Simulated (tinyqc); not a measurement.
Tight binding, honeycomb lattice, step by step. Computed by tinyqc, a small Python program that keeps every step. Settings: t1 = 2.55, t2 = 0.28, phi = 1.57, delta = 1.5, points = 6. Command: `OMP_NUM_THREADS=1 python tinyqc.py 27865 27866 out.jsonl` (the two numbers bound the seeds that draw the settings). One thread of a shared host (Intel(R) Xeon(R) Processor @ 2.60GHz), about 0.01 s of CPU time with the checks.

## Bloch Hamiltonian at k

Parameters chosen for this model:
```
parameter     value                        unit
t1         2.550000                 eV, nearest
t2         0.280000       eV, second neighbours
phi        1.570000  rad, phase of t2 (Haldane)
delta      1.500000          eV, +/- on A and B
```

k point k (fractions of the reciprocal vectors): -0.200000  0.310000

H_AB = -t1 (1 + exp(-i k.a1) + exp(-i k.a2)); H_AA = delta - 2 t2 sum cos(k.b + phi), H_BB = -delta - 2 t2 sum cos(k.b - phi), b = a1, a2 - a1, -a2.

H(k) at k (eV):
```
                     A                    B
A             0.412043  -2.399276-0.054264i
B  -2.399276+0.054264i            -0.411100
```

## Levels at k

Diagonalise the Hermitian matrix.

eigenvalues (eV): -2.434454  2.435396

weights |c|^2 of the basis functions:
```
     band 1    band 2
A  0.415486  0.584514
B  0.584514  0.415486
```

## Bloch Hamiltonian at K

k point K (fractions of the reciprocal vectors): 0.333333  0.666667

As before.

H(k) at K (eV):
```
          A          B
A  2.955591   0.000000
B  0.000000  -2.954253
```

## Levels at K

As before.

eigenvalues (eV): -2.954253  2.955591

weights |c|^2 of the basis functions:
```
     band 1    band 2
A  0.000000  1.000000
B  1.000000  0.000000
```

## Bands along a path

The same steps at evenly spaced points between the labelled ones.

Bands along the path (eV):
```
k             band 1    band 2
G          -7.797010  7.794334
G-K 0.25   -7.143546  7.141555
G-K 0.50   -5.472893  5.472447
G-K 0.75   -3.655631  3.656523
K          -2.954253  2.955591
K-M 0.25   -3.040639  3.041901
K-M 0.50   -3.155646  3.156745
K-M 0.75   -3.150845  3.151796
M          -2.958016  2.958908
M-K' 0.25  -2.551300  2.552251
M-K' 0.50  -1.920838  1.921936
M-K' 0.75  -1.065938  1.067199
K'         -0.044409  0.045747
```

With 1 band(s) filled, the highest filled level on these points lies at K' and the lowest empty one at K': a gap of 0.0902 eV, direct.
